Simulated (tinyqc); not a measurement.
# Absorption edge of a degenerate semiconductor, band filling against gap narrowing: two studies

n-type, parabolic bands, full ionisation. eta = (EF - Ec)/kB T solves N = Nc F12(eta), F12(x) = (2/sqrt(pi)) int_0^infinity sqrt(u)/(1 + exp(u - x)) du. The gap shrinks rigidly by dEg = a3 y^(1/3) + a4 y^(1/4) + a2 y^(1/2), y = N/1e18 cm^-3, an empirical law that is here taken as the true narrowing.

Values chosen for this exercise; band and dielectric values close to those of In0.53Ga0.47As:
```
symbol,value,unit,meaning
T,350,K,temperature
Eg,0.75,eV,band gap
Nc,2.57e17,cm^-3,"conduction-band density of states at 350 K, from me"
me,0.0404,m0,electron mass
mh,0.453,m0,hole mass
a3,8.7,meV,coefficient of (N/1e18)^(1/3)
a4,13,meV,coefficient of (N/1e18)^(1/4)
a2,4.3,meV,coefficient of (N/1e18)^(1/2)
```

Constants: q = 1.602176634e-19 C, kB = 1.380649e-23 J/K, Vt = kB T/q. Results are converted to the units shown.

Each table varies one quantity; the others keep the values above.

## The optical edge against doping

Vertical transitions need an empty final state: the edge is taken where the state lies 4 kB T below EF, E_opt = Eg - dEg + (1 + me/mh) max(eta - 4, 0) kB T; wavelength h c/(q E_opt).

The optical edge against doping:
```
N (cm^-3),eta,dEg (meV),filling shift (meV),E_opt (eV)
5.8e16,-1.4091,10.783,0,0.73922
1.1e17,-0.69816,13.081,0,0.73692
2.2e17,0.14367,16.172,0,0.73383
4.2e17,1.0564,19.767,0,0.73023
8.2e17,2.2423,24.408,0,0.72559
1.6e18,3.8680,30.236,0,0.71976
3.1e18,6.2236,37.506,73.045,0.78554
5.9e18,9.6800,46.426,186.59,0.89017
1.1e19,14.737,57.285,352.72,1.0454
2.2e19,23.448,72.701,638.87,1.3162
```

E_opt goes from 0.739 through a minimum of 0.720 (at N = 1.6e18 cm^-3 among the rows listed) to 1.32 eV, against Eg = 0.75 eV; the filling shift is 0 while eta is below 4. At the end narrowing grows as N^(0.34) and EF - Ec as N^(0.67). Filling therefore wins at high density. For N = 5.9e18, 1.1e19, 2.2e19 EF lies more than 0.2 eV in the band, where non-parabolicity lowers it markedly.

## Approximations to the Fermi level

With u = N/Nc: Boltzmann ln u; Joyce-Dixon ln u + 0.353553 u - 4.95009e-3 u^2 + 1.48386e-4 u^3 - 4.42563e-6 u^4; degenerate limit (3 sqrt(pi) u/4)^(2/3). The Einstein ratio is D/(mu Vt) = F12/Fm, Fm(x) = dF12/dx = (1/sqrt(pi)) int_0^infinity u^(-1/2)/(1 + exp(u - x)) du.

Approximations to the Fermi level:
```
N (cm^-3),N/Nc,eta,Boltzmann,Joyce-Dixon,degenerate,D/(mu Vt)
1.4e16,0.054475,-2.8908,-2.9100,-2.8908,0.17374,1.0192
3e16,0.11673,-2.1067,-2.1479,-2.1067,0.28877,1.0411
6.7e16,0.26070,-1.2525,-1.3444,-1.2525,0.49338,1.0915
1.5e17,0.58366,-0.33374,-0.53844,-0.33374,0.84436,1.2031
3.2e17,1.2451,0.65207,0.21924,0.65207,1.3993,1.4257
7.1e17,2.7626,1.9580,1.0162,1.9580,2.3804,1.9096
1.5e18,5.8366,3.6841,1.7641,3.6834,3.9192,2.7974
3.4e18,13.230,6.6363,2.5825,6.6015,6.7627,4.6001
7.5e18,29.183,11.387,3.3736,9.9536,11.460,7.6895
```

Boltzmann is within 0.1 of eta up to N/Nc = 0.26, Joyce-Dixon within 0.01 up to 5.8, and the degenerate limit is off by 0.073 in the last row. The Einstein ratio rises from 1.02 to 7.69: degenerate carriers diffuse faster for the same mobility.

Range of the model: Band tails, non-parabolic bands and incomplete ionisation are left out.

Numbers from tinyqc (`OMP_NUM_THREADS=1 python tinyqc.py 2330052 2330053 out.jsonl`; about 0.01 s on one thread of a shared Intel Xeon 2.30GHz).
